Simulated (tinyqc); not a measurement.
Hydrogen passivation of interface dangling bonds: competing passivation and dissociation with distributed barriers: one step, computed by the program tinyqc. Command: `OMP_NUM_THREADS=1 python tinyqc.py 3023222 3023223 out.jsonl passiv walk`. One thread of a shared host (Intel(R) Xeon(R) Processor @ 2.30GHz), about 0.02 s of CPU time with the checks.

P_b + H2 gives P_bH + H at the rate k_f [H2]; P_bH gives P_b + H at the rate k_d. All defects start unpassivated. E_f and E_d are Gaussian and independent.

Task: Single barriers. [H2] = solubility factor x p; a = k_f0 [H2] exp(-E_f/(k_B T)), d = k_d0 exp(-E_d/(k_B T)). For one pair of barriers the active share is y = [d + a exp(-(a + d) t)]/(a + d). Temperatures in kelvin are T(C) + 273.15.

Inputs (values chosen for the exercise, close to those used for P_b centres at the silicon-oxide interface): passivation prefactor k_f0 = 3.1e-07 cm^3/s; mean passivation barrier E_f = 1.57 eV; spread sigma_f = 0.053 eV; dissociation prefactor k_d0 = 9.8e+12 1/s; mean dissociation barrier E_d = 2.85 eV; spread sigma_d = 0.051 eV; H2 in the oxide per atm, solubility factor = 8.5e+17 1/(cm^3 atm); hydrogen pressure p = 0.1 atm; anneal temperature T = 700 C; anneal time t = 190 s.

Constants: k_B = 8.617333262e-05 eV/K.

Give: passivation rate a; dissociation rate d; a t; steady active share d/(a + d); active share, single barriers.

Result:

passivation rate a = 195.0 1/s

dissociation rate d = 0.01704 1/s

a t = 37049

steady active share d/(a + d) = 8.740e-05

active share, single barriers = 8.740e-05

Passivation has run its course, and the balance with dissociation sets the remainder. Caution: single-barrier shares below about 1e-3 are formal; measured passivation levels off well above them.
